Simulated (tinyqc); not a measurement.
# Front-illuminated p-i-n photodiode, quantum efficiency and bandwidth: what changes with what

Light enters through a p layer (0 to xp), a depleted layer (xp to xp + wi) and a thick n substrate, decaying as exp(-al x); one pass, no back reflection. Carriers made in the depleted layer are all collected; those in the neutral layers diffuse.

Values chosen for this exercise; values close to those of silicon at this wavelength: wavelength lam = 650 nm; absorption coefficient al = 3260 1/cm; reflectance of the front face Rf = 0.3; relative permittivity eps_r = 11.5; thickness of the front p layer xp = 0.094 um; thickness of the depleted layer wi = 3 um; electron diffusion coefficient in the p layer Dn = 10 cm^2/s; electron diffusion length in the p layer Ln = 0.35 um; recombination velocity of the front surface S = 1e6 cm/s; hole diffusion length in the thick n substrate Lp = 35 um; electron drift velocity ve = 1.04e7 cm/s; hole drift velocity vh = 6.8e6 cm/s; diameter dia = 24 um; load resistance RL = 50 ohm; parasitic capacitance Cp = 20 fF.

Constants: q = 1.602176634e-19 C, h = 6.62607015e-34 J s, c = 299792458 m/s, eps0 = 8.8541878128e-14 F/cm where lengths are in cm. Results are converted to the units shown.

Each table varies one quantity; the others keep the values above.

## Efficiency and bandwidth against the thickness of the depleted layer

k = al Ln, s = S Ln/Dn, e = exp(-al xp); front layer f1 = (k/(k^2 - 1)) {[s + k - e (s cosh(xp/Ln) + sinh(xp/Ln))]/[s sinh(xp/Ln) + cosh(xp/Ln)] - k e}; depleted layer f2 = e (1 - exp(-al wi)); substrate f3 = e exp(-al wi) al Lp/(1 + al Lp); external efficiency (1 - Rf)(f1 + f2 + f3); responsivity = efficiency q lam/(h c). Drift response for pairs made in the depleted layer, a = al wi, g = 1 - exp(-a), u = 2 pi i f, te = wi/ve, th = wi/vh: electrons He = [g - a (exp(-a) - exp(-u te))/(u te - a)]/(u te g), holes Hh = [g - a (1 - exp(-a - u th))/(a + u th)]/(u th g); C = eps0 eps_r pi (dia/2)^2/wi + Cp; total |He + Hh|/sqrt(1 + (2 pi f RL C)^2), for the current of the depleted layer alone. Limits are the frequencies at which each factor falls to 1/sqrt(2); inverse-square sum (f_transit^-2 + f_RC^-2)^(-1/2); the diffusion currents f1 and f3 are left out of the bandwidth.

Efficiency and bandwidth against the thickness of the depleted layer:
columns A: wi (um); B: f2; C: f1 + f3; D: responsivity (A/W); E: transit limit (GHz); F: RC limit (GHz); G: 3 dB bandwidth (GHz); H: inverse-square sum (GHz); I: bandwidth x (1 - Rf) f2 (GHz)
```
A          B        C       D      E      F      G      H      I
0.38  0.1130   0.8103  0.3388  116.6  22.54  21.97  22.13  1.738
0.63  0.1801   0.7486  0.3408  70.75  34.18  29.87  30.78  3.765
1.1   0.2923   0.6455  0.3441  40.99  51.44  30.59  32.06  6.257
1.8   0.4305   0.5184  0.3482  25.47  69.82  23.38  23.93  7.046
3     0.6051   0.3578  0.3534  15.69  90.03  15.35  15.46  6.503
5     0.7798   0.1972  0.3585  9.756  109.0  9.699  9.717  5.294
8.5   0.9091  0.07833  0.3624  5.954  125.2  5.944  5.947  3.783
14    0.9597  0.03180  0.3639  3.648  136.7  3.646  3.647  2.450
24    0.9694  0.02286  0.3642  2.064  145.2  2.063  2.064  1.400
```

What does the comparison show?

As wi goes from 0.38 to 24, the responsivity rises from 0.339 to 0.364 A/W and the bandwidth goes from 22.0 through a maximum of 30.6 (at wi = 1.1 among the rows listed) to 2.06 GHz. The RC limit is the lower one for wi = 0.38, 0.63, the transit limit elsewhere. Adding inverse squares of the two limits is within 4.8 % of the full result. The product of bandwidth and fast efficiency goes from 1.74 through a maximum of 7.05 (at wi = 1.8 among the rows listed) to 1.40 GHz. For wi = 0.38, 0.63, 1.1, 1.8, 3 the diffusion currents exceed 0.3 of the drift current; their own response times, left out, may then shape the whole response.

## Efficiency and bandwidth against the absorption coefficient

Same model as above.

lam is held fixed while al varies.

The same in every row: RC limit (GHz) = 90.03.

Efficiency and bandwidth against the absorption coefficient:
columns A: al (1/cm); B: f2; C: f1 + f3; D: responsivity (A/W); E: transit limit (GHz); F: 3 dB bandwidth (GHz); G: inverse-square sum (GHz); H: bandwidth x (1 - Rf) f2 (GHz)
```
A             B        C        D      E      F      G        H
30     0.008957  0.09436  0.03791  14.63  14.36  14.44  0.09002
90      0.02662   0.2336  0.09549  14.65  14.38  14.46   0.2679
300     0.08583   0.4689   0.2036  14.73  14.44  14.53   0.8678
900      0.2346   0.5808   0.2993  14.93  14.64  14.73    2.404
3000     0.5769   0.3816   0.3518  15.61  15.28  15.38    6.170
9000     0.8571   0.1202   0.3587  16.85  16.45  16.56    9.868
30000    0.7542   0.1808   0.3431  16.33  15.99  16.07    8.439
90000    0.4291   0.4068   0.3068  15.51  15.21  15.28    4.570
3e5     0.05961   0.6056   0.2441  15.37  15.08  15.15   0.6293
```

Read the table: what changes, and by how much?

As al goes from 30 to 3e5, the responsivity goes from 0.0379 through a maximum of 0.359 (at al = 9000 among the rows listed) to 0.244 A/W and the bandwidth goes from 14.4 through a maximum of 16.4 (at al = 9000 among the rows listed) to 15.1 GHz. The transit limit is the lower one in every row. Adding inverse squares of the two limits is within 0.68 % of the full result. Strong absorption puts the pairs into the front layer, where they must diffuse against surface loss; weak absorption lets light pass beyond a diffusion length of the junction. For al = 30, 90, 300, 900, 3000, 90000, 3e5 the diffusion currents exceed 0.3 of the drift current; their own response times, left out, may then shape the whole response.

tinyqc, about 0.01 s, one thread, Intel Xeon 2.30GHz (shared host): `OMP_NUM_THREADS=1 python tinyqc.py 2250112 2250113 out.jsonl`
